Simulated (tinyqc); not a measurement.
MESFET, gradual channel with velocity saturation: one step of the calculation.

A uniformly doped n-type channel, depleted from the top by a Schottky gate; at channel potential V the depleted share of a is u = sqrt((Vbi - Vg + V)/Vp), s at the source. Electrons drift with v = mu E/(1 + mu E/vsat). Abrupt depletion edge, no series resistance, source at 0.

Question. Current below saturation. u = sqrt((Vbi - Vg + Vd)/Vp). I = (G0 Vp/3) F/(1 + Z (u^2 - s^2)), F = 3 (u^2 - s^2) - 2 (u^3 - s^3), with u at V = Vd; Z = 0 gives constant mobility, for which u stops at 1.

Values chosen for this exercise: gate voltage Vg = 0 V; drain voltage Vd = 1.4 V.

Vbi = 0.63438766 V
Vp = 4.5050629 V
G0 = 12.480956 mS
Z = 3.3583197
s = 0.37525538

Give: u; F; I for Z = 0; I.

Answer.

u = 0.67200
F = 0.43105
I for Z = 0 = 8.0790 mA
I = 3.9532 mA

The falling mobility lowers the current by 51.1 %.

Computed by the program tinyqc: `OMP_NUM_THREADS=1 python tinyqc.py 2500022 2500023 out.jsonl`, one thread of a shared Intel Xeon 2.30GHz, about 0.04 s for the whole run.
